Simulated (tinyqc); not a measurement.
Mass anisotropy: shallow donor in an anisotropic valley (effective-mass theory).

One valley: H = -c [(d2/dx2 + d2/dy2)/mt + (d2/dz2)/ml] - q/(eps r), c = hbar^2/2m0, q = e^2/(4 pi eps0). Trial function exp(-sqrt((x^2 + y^2)/a^2 + z^2/b^2)) with a > b: T = (c/3)(2/(mt a^2) + 1/(ml b^2)), V = -(q/eps) atan(u/b)/u, u = sqrt(a^2 - b^2). The central cell of the impurity is left out.

Constants: hbar^2/2m0 = 3.80998211 eV angstrom^2; e^2/(4 pi eps0) = 14.39964547 eV angstrom; Ry = 13.60569312 eV; a0 (Bohr radius) = 0.5291772105 angstrom.

Values chosen for the exercise (out of a larger set: near those of a group-V donor in Si; not measured data):
```
symbol  value                                  unit  meaning
mt      0.184                                  m0    transverse mass
eps     11                                           dielectric constant
xs      (1.3, 1.9, 2.9, 6.4, 10, 18, 34, 110)        ratios ml/mt
```

mt and eps fixed, ml varied. Energies in units of Ry*(mt) = Ry mt/eps^2 and lengths in a*(mt) = a0 eps/mt; the last two columns use one mass, 3/(1/ml + 2/mt) or (ml mt^2)^(1/3).

Results:
```
ml/mt   a/a*    b/a  binding  conductivity mass  density-of-states mass
1.30   0.947  0.911    1.089              1.083                   1.091
1.90   0.878  0.796    1.223              1.188                   1.239
2.90   0.813  0.686    1.377              1.279                   1.426
6.40   0.717  0.520    1.672              1.391                   1.857
10.0   0.674  0.446    1.839              1.429                   2.154
34.0   0.586  0.293    2.272              1.478                   3.240
110    0.532  0.196    2.632              1.493                   4.791
```

Give the missing row, ml/mt = 18.0.

Computed row:
```
ml/mt   a/a*    b/a  binding  conductivity mass  density-of-states mass
18.0   0.627  0.364    2.052              1.459                   2.621
```

The binding grows from 1.09 to 2.63 Ry*(mt); for ml going to infinity the exact problem becomes two-dimensional, with 4 Ry*. The conductivity mass saturates at 1.5 and underbinds, by 17 % at ml/mt = 6.4; the density-of-states mass errs by +11 % there and by +82 % in the last row. With these mt and eps one unit is 20.69 meV.

tinyqc: `OMP_NUM_THREADS=1 python tinyqc.py 1280115 1280116 out.jsonl`; about 0.01 s, one thread, shared Intel(R) Xeon(R) Processor @ 2.30GHz.
